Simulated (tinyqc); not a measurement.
# Finite-difference solution of the diffusion equation on a small grid, step by step

A worked calculation. Computed by tinyqc, a small Python program that keeps every step. Command: `OMP_NUM_THREADS=1 python tinyqc.py 3019111 3019112 out.jsonl fdiff walk`. One thread of a shared host (Intel(R) Xeon(R) Processor @ 2.30GHz), about 0.01 s of CPU time with the checks. Intermediate numbers are printed to about 6 digits and carried at full precision; extremes and crossings named in words are read from the listed rows.

dC/dt = D d2C/dx2 on nodes x_j = j dx, j = 0..8; the far end is sealed.

Inputs (values chosen for the exercise): diffusivity D = 3.5 nm^2/s; grid spacing dx = 5 nm; time step dt = 2 s; final time t_f = 32 s; loss velocity h = 0.41 nm/s.

Boundary at x = 0: surface loss. Scheme: explicit.

start values C_j, j = 0, 1, ... (% of a reference): [6.49, 31.1, 70.3, 100, 72.4, 16.9, 4.44, 0, 0]

## Mesh ratio and operator

The operator M acts as (M C)_j = C_(j-1) - 2 C_j + C_(j+1); at the sealed far end a mirror node gives 2 C_(N-2) - 2 C_(N-1); at j = 0, the outward flux h C_0 gives 2 C_1 - (2 + 2 h dx/D) C_0. r = D dt/dx^2.

mesh ratio r = 0.28

operator M, rows 0, 1, 2, 3, 4, 5, 6, 7, 8:
```
[[-3.17143, 2.00000, 0.00000, 0.00000, 0.00000, 0.00000, 0.00000, 0.00000, 0.00000],
 [1.00000, -2.00000, 1.00000, 0.00000, 0.00000, 0.00000, 0.00000, 0.00000, 0.00000],
 [0.00000, 1.00000, -2.00000, 1.00000, 0.00000, 0.00000, 0.00000, 0.00000, 0.00000],
 [0.00000, 0.00000, 1.00000, -2.00000, 1.00000, 0.00000, 0.00000, 0.00000, 0.00000],
 [0.00000, 0.00000, 0.00000, 1.00000, -2.00000, 1.00000, 0.00000, 0.00000, 0.00000],
 [0.00000, 0.00000, 0.00000, 0.00000, 1.00000, -2.00000, 1.00000, 0.00000, 0.00000],
 [0.00000, 0.00000, 0.00000, 0.00000, 0.00000, 1.00000, -2.00000, 1.00000, 0.00000],
 [0.00000, 0.00000, 0.00000, 0.00000, 0.00000, 0.00000, 1.00000, -2.00000, 1.00000],
 [0.00000, 0.00000, 0.00000, 0.00000, 0.00000, 0.00000, 0.00000, 2.00000, -2.00000]]
```

## Amplification factors

The mode of M with eigenvalue mu has its amplitude multiplied per step by g = (1 + (1 - theta) r mu)/(1 - theta r mu), with theta = 0 explicit, 1 implicit, 1/2 Crank-Nicolson; the explicit scheme is stable for r up to 2/|mu_min|.

eigenvalues mu of M: [-4.31797, -3.94002, -3.53916, -2.89723, -2.13261, -1.36418, -0.70618, -0.24769, -0.02639]

factors g: [-0.209032, -0.103206, 0.009036, 0.188775, 0.402871, 0.618031, 0.802270, 0.930646, 0.992610]

largest stable r of the explicit scheme = 0.463181

The smallest factor is -0.209: the shortest waves flip sign at each step while they decay.

## Time step 1

C at the start (%): [6.49, 31.10, 70.30, 100.00, 72.40, 16.90, 4.44, 0.00, 0.00]

With r = D dt/dx^2: (1 - theta r M) C(new) = (1 + (1 - theta) r M) C(old); theta = 0 explicit, 1 implicit, 1/2 Crank-Nicolson.

C after step 1 (%): [18.14288, 35.18520, 67.64000, 83.95600, 64.58800, 28.95120, 6.68560, 1.24320, 0.00000]

## Time step 2

The formulas are those given above.

C after step 2 (%): [21.7357, 39.5007, 63.1211, 73.9645, 60.0327, 32.6951, 11.3961, 2.4190, 0.6962]

## All steps

The run takes n = round(t_f/dt) steps of length t_f/n. The dose is the trapezoidal sum of C dx; the error is the largest difference from exp(M D t/dx^2) C(0), the exact time evolution on the same grid.

Course of the run:
```
step  t (s)      C_1      C_4  dose (% nm)  largest error
1         2  35.1852  64.5880      1486.60        3.29542
2         4  39.5007  60.0327      1471.73        2.97759
3         6  41.1402  56.2791      1453.90        2.79011
4         8  41.6492  53.1586      1433.77        2.42297
5        10  41.3626  50.5406      1412.62        2.05951
6        12  40.6180  48.3127      1391.13        1.73689
7        14  39.6002  46.3916      1369.73        1.46954
...     ...      ...      ...          ...            ...
10       20  35.9208  41.9048      1308.19        0.95963
11       22  34.6591  40.7107      1288.88        0.86082
12       24  33.4236  39.6261      1270.22        0.78497
13       26  32.2265  38.6344      1252.21        0.73040
14       28  31.0753  37.7222      1234.85        0.73607
15       30  29.9740  36.8787      1218.11        0.73141
16       32  28.9245  36.0953      1201.96        0.71957
```

C at the end (%): [18.9906, 28.9245, 35.2968, 37.5822, 36.0953, 31.9989, 27.0522, 23.1262, 21.6413]

largest error at t_f = 0.719571 %

final dose = 1201.96 % nm

final C_4 = 36.0953 %

The time-step error at the end is 0.72 on a scale of 37.6. The dose falls through the surface.

## The three schemes as the step is halved

Each run reaches t_f in n equal steps; errors are the largest difference from exp(M D t_f/dx^2) C(0). A dash marks unstable explicit runs.

Largest error at t_f (%):
```
steps n       r  explicit  implicit  Crank-Nicolson
4        1.1200         -   2.62138     1.78107e-01
8        0.5600         -   1.28174     4.60885e-02
16       0.2800  0.719571   0.65630     1.17117e-02
32       0.1400  0.352107   0.33608     2.93949e-03
64       0.0700  0.174068   0.17005     7.35590e-04
128      0.0350  0.086533   0.08553     1.83942e-04
256      0.0175  0.043141   0.04289     4.59884e-05
```

From the last two rows, halving the step divides the error by 2.01 (explicit), 1.99 (implicit), 4.00 (Crank-Nicolson): a factor 2 marks first order in dt and 4 second order. The explicit scheme needs n of at least 10 to be stable; the other two are stable at any step.

Checks made by the program: matrix exponential against 4096 Crank-Nicolson steps (relative difference 5e-09).
